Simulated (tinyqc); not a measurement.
## Channel mobility from two channel lengths

Question. Two power MOSFETs differ only in channel length: R_on = R_rest + Lc (Wp + a)/(2 mch Cox Vov), Cox = 3.9 eps0/tox. Find mch and R_rest.

Inputs (values chosen for the exercise): gate oxide thickness (eps_r 3.9) tox = 95 nm; gate overdrive Vov = 9 V; width of the p body in one cell, channels included Wp = 7.7 um; gap between neighbouring p bodies a = 3.9 um.

Constants: eps0 = 8.8541878128e-14 F/cm where lengths are in cm. Results are converted to the units shown.

R_on at Lc = 0.86 and 2.1 um (mohm cm^2): [6.9260640, 7.9729470]

Answer. R_on is a straight line in Lc; its slope gives mch and its intercept the rest.

mch = 210.0 cm^2/(V s)
R_rest = 6.200 mohm cm^2

Numbers from tinyqc (`OMP_NUM_THREADS=1 python tinyqc.py 2230130 2230131 out.jsonl`; about 0.01 s on one thread of a shared Intel Xeon 2.30GHz).
